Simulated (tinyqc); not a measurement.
Temperature and segregation coefficient: dopant redistribution at a moving silicon-oxide interface during parabolic oxidation. Computed by tinyqc, a small Python program. Command: `OMP_NUM_THREADS=1 python tinyqc.py 3014218 3014219 out.jsonl segox walk`. One thread of a shared host (Intel(R) Xeon(R) Processor @ 2.30GHz), about 0.01 s of CPU time with the checks.

Uniformly doped silicon is oxidised with x_ox = sqrt(B t); the interface advances into the silicon by alpha x_ox, alpha = 0.44. The dopant does not move in the oxide, and at the interface C(silicon) = m C(oxide).

Inputs (values chosen for the exercise, modelled on boron in silicon under steam):
```
quantity                                         value    unit
dopant prefactor D0                               1.12  cm^2/s
dopant activation energy E                        3.53      eV
oxidation prefactor B0                             387  um^2/h
oxidation activation energy E_B                   0.78      eV
segregation coefficient m = C(silicon)/C(oxide)   0.26       -
```

Constants: k_B = 8.617333262e-05 eV/K.

Method:
- D = D0 exp(-E/(k_B T)), converted with 1 cm^2/s = 3.6e11 um^2/h; B = B0 exp(-E_B/(k_B T)); s = alpha sqrt(B/(4 D)), the interface advance over 2 sqrt(D t).
- Temperatures in kelvin are T(C) + 273.15.
- With the dopant diffusivity D and s = alpha x_ox/(2 sqrt(D t)), in the silicon C = C_B + (C_s - C_B) erfc(y/(2 sqrt(D t)))/erfc(s), y from the original surface. Dopant balance at the interface gives C_s/C_B = 1/[1 + (1/(m alpha) - 1) g], g = sqrt(pi) s exp(s^2) erfc(s).

C_s/C_B:
```
T (C)       s   this m  m = 0.2  m = 1/alpha  m = 10
850    10.078  0.11489  0.08839            1  4.3286
900     5.501  0.11602  0.08928            1  4.1761
950     3.155  0.11905  0.09169            1  3.8263
1000    1.890  0.12592  0.09715            1  3.2562
1050    1.177  0.13897  0.10759            1  2.6211
1100    0.759  0.16015  0.12468            1  2.0985
1150    0.504  0.19064  0.14962            1  1.7355
1200    0.345  0.23072  0.18302            1  1.4989
```

What follows from these numbers?

s falls from 10.1 to 0.345 as T rises, because diffusion has the larger activation energy (3.53 against 0.78 eV); the ratio for this m moves from 0.115 to 0.231, towards 1. At m = 1/alpha the oxide takes exactly what the silicon held, and nothing moves. The ratio does not depend on time, since both lengths grow as sqrt(t).
